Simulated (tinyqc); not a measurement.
Depletion-mode phase shifter in a rib waveguide and its Mach-Zehnder modulator: effect of the reverse bias.

A lateral p-n junction at x0 in a waveguide whose mode intensity is a Gaussian of rms width s about x = 0; p side at smaller x. Reverse bias removes carriers and raises the index. Abrupt junction, doping uniform over the whole mode, lumped electrode (no travelling-wave effects).

Free-carrier changes (empirical, N and P in cm^-3): |dn| = 8.5e-18 P^0.8 for holes, 8.8e-22 N for electrons; absorption 6e-18 P and 8.5e-18 N in 1/cm. W = sqrt(2 eps0 eps_r (Vb + V)(1/Na + 1/Nd)/q); edges xp = x0 - W Nd/(Na + Nd), xn = x0 + W Na/(Na + Nd); F(x) = [1 + erf(x/(sqrt(2) s))]/2. dneff = G {dn_h [F(xp(0)) - F(xp(V))] + dn_e [F(xn(V)) - F(xn(0))]}; VpiL = lam V/(2 dneff); loss = a0 + 4.343 G {a_h F(xp) + a_e [1 - F(xn)]} dB/cm at V; C = eps0 eps_r hr/W + Cf; fRC = 1/(2 pi Rs C).

Values chosen for this exercise; values close to those of silicon near 1550 nm:
```
symbol   value    unit                                     meaning
lam       1550      nm                                  wavelength
eps_r     11.7          relative permittivity of the semiconductor
Na      8.9e17   cm^-3                            acceptor density
Nd      2.7e17   cm^-3                               donor density
Vb        0.92       V                            built-in voltage
s          150      nm     rms width of the lateral mode intensity
x0           0      nm          junction offset towards the n side
G          0.9                     vertical confinement times ng/n
hr         310      nm                                  rib height
Cf          41    pF/m                          fringe capacitance
Rs        17.7  ohm mm                           series resistance
a0         1.7   dB/cm                                passive loss
```

Constants: q = 1.602176634e-19 C, eps0 = 8.8541878128e-14 F/cm where lengths are in cm. Results are converted to the units shown.

Effect of the reverse bias:

| V (V) | dneff | VpiL (V cm) | loss (dB/cm) | VpiL x loss (V dB) | C (pF/m) | fRC (GHz) |
|---|---|---|---|---|---|---|
| 0.5 | 2.7022e-5 | 1.4340 | 13.750 | 19.718 | 382.09 | 23.533 |
| 1.3 | 6.1098e-5 | 1.6490 | 13.077 | 21.565 | 313.80 | 28.655 |
| 2.1 | 8.8812e-5 | 1.8325 | 12.540 | 22.979 | 274.89 | 32.710 |
| 2.9 | 1.1255e-4 | 1.9969 | 12.087 | 24.136 | 248.96 | 36.117 |
| 3.6 | 1.3099e-4 | 2.1299 | 11.740 | 25.006 | 232.18 | 38.727 |
| 4.4 | 1.5005e-4 | 2.2725 | 11.388 | 25.880 | 217.22 | 41.394 |
| 5.2 | 1.6740e-4 | 2.4075 | 11.073 | 26.657 | 205.30 | 43.798 |
| 6 | 1.8335e-4 | 2.5361 | 10.787 | 27.358 | 195.51 | 45.991 |

As V goes from 0.5 to 6 V, VpiL rises from 1.43 to 2.54 V cm, the loss falls from 13.8 to 10.8 dB/cm, their product rises from 19.7 to 27.4 V dB and fRC rises from 23.5 to 46.0 GHz. dneff goes as V^(0.77) on average, slower than linearly since W grows as a square root.

Numbers from tinyqc (`OMP_NUM_THREADS=1 python tinyqc.py 2650127 2650128 out.jsonl`; about 0.01 s on one thread of a shared Intel Xeon 2.30GHz).
